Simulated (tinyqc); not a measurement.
Coupling ratio and rate constant from the late transient.

Question. Long after the knee a floating-gate cell follows U = Vg - (tox/ag) B/ln(K t). Find K and ag.

Values chosen for this exercise: tunnel oxide thickness tox = 9.9 nm; control-gate voltage Vg = 16.2 V.

U at t = 0.0001 and 0.01 s (V): [1.5222775, 3.8743074]
B = 22.899059 V/nm

Solution. 1/(Vg - U) is linear in ln t; the ratio of the two values gives ln(K t_a), and either value gives ag.

K = 3.03e14 1/s
ag = 0.640

Program tinyqc, `OMP_NUM_THREADS=1 python tinyqc.py 2130011 2130012 out.jsonl`; Intel Xeon 2.30GHz, shared host, one thread, about 0.01 s.
